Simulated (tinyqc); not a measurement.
Worked calculation: armchair graphene nanoribbon in tight binding. Values are carried at full precision from step to step, so a last printed digit may differ when a step is redone from the rounded ones.

An armchair ribbon of N dimer lines, width (N - 1) sqrt3 acc/2, period 3 acc, one pz orbital a site. In line n, A_n binds to B_n with -t exp(ik/3), times (1 + d) in the two edge lines, and to B_(n-1) and B_(n+1) with -t exp(-ik/6); k runs from -pi to pi. For d = 0 the modes across the ribbon are sin(n p pi/(N + 1)), p = 1 to N, with E = -/+ t sqrt(1 + 4 c^2 + 4 c cos(k/2)), c = cos(p pi/(N + 1)).

Parameters, chosen for this exercise (near those used for graphene; not measured data):
- t = 2.69 eV (hopping)
- N = 4 (dimer lines)
- k = 2.02 (k times the period 3 acc)
- d = 0.16 (relative strengthening of the edge bonds)

## Transverse modes without edge correction

For each p give c, |E| at k = 0, t |1 + 2c|, and |E| at the given k.

Modes:
```
p        c  |E| at k = 0 (eV)  |E| at k (eV)
1   0.8090             7.0425         6.2157
2   0.3090             4.3525         3.8415
3  -0.3090             1.0275         2.2897
4  -0.8090             1.6625         3.7049
```

N = 4 = 3 x 1 + 1. No mode has c = -1/2; the nearest, p = 3, leaves a gap of 2.0550 eV.

## The Hamiltonian at k

Fill in the matrix.

H(k) (eV), rows A1, A2, A3, A4, B1, B2, B3, B4 and columns alike:
```
[[0, 0, 0, 0, -2.4394-1.9459i, -2.5390+0.8886i, 0, 0],
 [0, 0, 0, 0, -2.5390+0.8886i, -2.1029-1.6775i, -2.5390+0.8886i, 0],
 [0, 0, 0, 0, 0, -2.5390+0.8886i, -2.1029-1.6775i, -2.5390+0.8886i],
 [0, 0, 0, 0, 0, 0, -2.5390+0.8886i, -2.4394-1.9459i],
 [-2.4394+1.9459i, -2.5390-0.8886i, 0, 0, 0, 0, 0, 0],
 [-2.5390-0.8886i, -2.1029+1.6775i, -2.5390-0.8886i, 0, 0, 0, 0, 0],
 [0, -2.5390-0.8886i, -2.1029+1.6775i, -2.5390-0.8886i, 0, 0, 0, 0],
 [0, 0, -2.5390-0.8886i, -2.4394+1.9459i, 0, 0, 0, 0]]
```

## Levels at k

Diagonalise H.

levels (eV): [-6.3217, -4.1916, -3.6627, -2.5328, 2.5328, 3.6627, 4.1916, 6.3217]

The levels come in pairs +E, -E because only A-B bonds occur.

## The gap with the edge correction

First order in d: for the mode p nearest to c = -1/2 the gap is 2t |1 + 2c + d w|, w = 4 sin^2(p pi/(N + 1))/(N + 1) being the weight on the two edge lines. Compare with twice the smallest |E| of H(0).

p = 3
w = 0.7236
gap to first order = 2.6779 eV
gap from H(0) = 2.6651 eV

First order misses the full value by +12.7 meV.

## Checks

- Positive levels of H(k) for d = 0 against the mode formula: they agree to 1e-10 or better.

Run: tinyqc, `OMP_NUM_THREADS=1 python tinyqc.py 1480940 1480941 out.jsonl`; Intel(R) Xeon(R) Processor @ 2.30GHz, one thread, shared host; about 0.04 s of CPU time with all checks.
